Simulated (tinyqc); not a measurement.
Worked calculation: Hubbard chain of 2 sites. One step of it, computed by the program tinyqc.

Question. Mean-field iteration 2. H(up) = T + U n(down), H(down) = T + U n(up); fill the lowest levels; n(new) = n + mixing (n(out) - n); E = tr T (rho up + rho down) + U sum n_up n_down of the output.

one-body matrix (hopping and site energies) (eV), order 1, 2:
```
[[0.620000, -1.940000],
 [-1.940000, -0.490000]]
```

U = 7.800000 eV

electrons, up and down: [1, 1]

mixing = 1

n(up) after iteration 1: [0.917973, 0.082027]

n(down) after iteration 1: [0.048755, 0.951245]

Give: levels, up; levels, down; energy; n(up) after iteration 2; n(down) after iteration 2.

Answer.

levels, up (eV): [0.4220, 7.5080]

levels, down (eV): [-0.3151, 8.2451]

energy = -0.8508 eV

n(up) after iteration 2: [0.9184, 0.0816]

n(down) after iteration 2: [0.0543, 0.9457]
